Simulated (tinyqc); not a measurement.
# Changing the Debye temperature Theta

Model: thermal displacements in the Debye model: Debye-Waller factors, bond-length spread and the Lindemann rule. Computed by tinyqc, a small Python program. Command: `OMP_NUM_THREADS=1 python tinyqc.py 3030216 3030217 out.jsonl debyewaller sweep`. One thread of a shared host (Intel(R) Xeon(R) Processor @ 2.30GHz), about 0.01 s of CPU time with the checks.

A Debye spectrum with three branches of one velocity, cut at k_B Theta; 8 atoms per cube, nearest neighbours at d = 0.433013 a.

Inputs (values chosen for the exercise, modelled on germanium): atomic mass M = 72.63 u; lattice constant a = 5.658 angstrom; temperature T = 670 K; Lindemann ratio x_L = 0.12; gamma-ray energy E = 35.5 keV; photoelectron wave number k = 12 1/angstrom.

Structure: diamond.

Constants: hbar^2/u = 4.18015928e-03 eV angstrom^2; k_B = 8.617333262e-05 eV/K; e = 1.602176634e-19 C; u = 1.6605390666e-27 kg; c = 299792458 m/s; hbar = 6.582119569e-16 eV s.

Method:
- <u_x^2> = (3 hbar^2/(2 M k_B Theta)) int_0^1 s coth(s Theta/(2T)) ds (64 Gauss-Legendre points); it tends to 3 hbar^2/(4 M k_B Theta) at T = 0 and to 3 hbar^2 T/(M k_B Theta^2) at high T.
- B = 8 pi^2 <u_x^2>.
- A nucleus of this mass is supposed to emit a gamma ray of the energy chosen: recoil energy E_R = E^2/(2 M c^2), wave number k_g = E/(hbar c), recoil-free fraction f = exp(-k_g^2 <u_x^2>).
- Correlated Debye model: sigma^2 = (3 hbar^2/(M k_B Theta)) int_0^1 s coth(s Theta/(2T)) [1 - sin(s q_D R)/(s q_D R)] ds for two atoms at distance R, q_D = (6 pi^2 n)^(1/3), n atoms per volume; uncorrelated motion would give 2 <u_x^2>.
- An EXAFS amplitude is damped by exp(-2 k^2 sigma^2).
- Melting is placed where sqrt(3 <u_x^2>) = x_L d; the classical form gives T_m = M k_B Theta^2 (x_L d)^2/(9 hbar^2).

One run for each value; columns: (1) Debye temperature Theta (K); (2) B factor (angstrom^2); (3) Lindemann T_m (K); (4) recoil-free fraction f; (5) sigma^2 of the nearest bond (angstrom^2):
```
(1)     (2)     (3)         (4)       (5)
175  3.4677   438.4  6.7105e-07  0.039913
199  2.6832   567.5  1.6724e-05  0.030895
227  2.0636   739.0  2.1201e-04  0.023773
259  1.5867   962.7  1.4974e-03  0.018290
295  1.2245  1249.4  6.6073e-03  0.014128
336  0.9454  1621.5  2.0745e-02  0.010919
383  0.7291  2107.4  5.0347e-02  0.008433
436  0.5641  2731.5  9.9020e-02  0.006536
```

Over the rows, B factor (angstrom^2) falls from 3.47 to 0.564 (exponent d ln y / d ln x about -2.0 throughout); Lindemann T_m (K) rises from 438 to 2730 (exponent d ln y / d ln x about 2.0 throughout); recoil-free fraction f rises from 6.71e-7 to 0.0990 (exponent d ln y / d ln x 25 between the first rows and 5.2 between the last). The exponent of B factor stays between -2.00 and -1.98, near -2: the classical law T/(M Theta^2). The exponent of Lindemann T_m stays between 2.00 and 2.01, near 2: T_m goes as Theta^2. Theta measures the stiffness, M Theta^2 ~ spring constant: stiffer crystals vibrate less and, by the Lindemann rule, melt higher.

Caution (rows 175, 199, 227, 259): the displacement is near or above the Lindemann value, where anharmonic terms matter. Caution (all rows): in covalent crystals the stiff bond makes the true nearest-neighbour sigma^2 smaller than this model gives.

Extremes, crossings and ranges named in words are read from the listed rows.
